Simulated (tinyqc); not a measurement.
What each parameter does: thin-body film or fin with hard walls, valleys of the Si type.

Six ellipsoidal valleys with their long axes along the cube axes, mass ml along the axis and mt across it. For a valley whose axis makes the angle theta with the surface normal, 1/m_z = cos^2(theta)/ml + sin^2(theta)/mt sets the confinement; in the plane the masses are m_1 = mt and m_2 = ml mt/m_z, and m_d = sqrt(m_1 m_2).

A film of thickness t between hard walls, flat band inside: E_n = c (n pi/t)^2/m_z above the bulk edge, c = hbar^2/2m0. Without degeneracy the sheet density is N2 exp((EF - Ec)/kB T) with N2 = sum_i g m_d/(2 pi c) kB T exp(-E_i/kB T) over n = 1 to 40 of each group; a classical film has t Nc with Nc = 2 g_all (m_dos kB T/(4 pi c))^(3/2), m_dos = (ml mt^2)^(1/3). The threshold shift is dVt = kB T ln(t Nc/N2).

Constants: hbar^2/2m0 = 3.80998211 eV angstrom^2; kB = 8.617333262e-05 eV/K.

Values chosen for the exercise (near those of Si; the results hold for these values, not for the real material): ml = 0.914 m0 (longitudinal mass); mt = 0.186 m0 (transverse mass); face = 110 (face of the film or side wall of the fin); T = 77 K (temperature); t = 24 angstrom (body thickness); g_all = 6 (number of valleys).

E1 is the lowest level, and the share is that of its group in N2.

One parameter was then changed.

Results before and after:

| case | E1 (eV) | share (%) | dVt (mV) | Nc (1e19/cm^3) |
|---|---|---|---|---|
| base | 0.2112 | 100.0 | 201.6 | 0.348 |
| changed | 0.1352 | 100.0 | 127.1 | 0.348 |

Which of these changes was made? (a) ml = 0.823 m0; (b) mt = 0.167 m0; (c) t = 30 angstrom; (d) T = 127 K.
Answer: (c) t = 30 angstrom. Of the candidates, run in turn, only this one gives the changed row.

All candidates:

| case | E1 (eV) | share (%) | dVt (mV) | Nc (1e19/cm^3) |
|---|---|---|---|---|
| base | 0.2112 | 100.0 | 201.6 | 0.348 |
| t = 30 angstrom | 0.1352 | 100.0 | 127.1 | 0.348 |
| T = 127 K | 0.2112 | 100.0 | 198.1 | 0.737 |
| ml = 0.823 m0 | 0.2152 | 100.0 | 205.5 | 0.330 |
| mt = 0.167 m0 | 0.2312 | 100.0 | 221.3 | 0.313 |

tinyqc: `OMP_NUM_THREADS=1 python tinyqc.py 1280234 1280235 out.jsonl`; about 0.01 s, one thread, shared Intel(R) Xeon(R) Processor @ 2.30GHz.
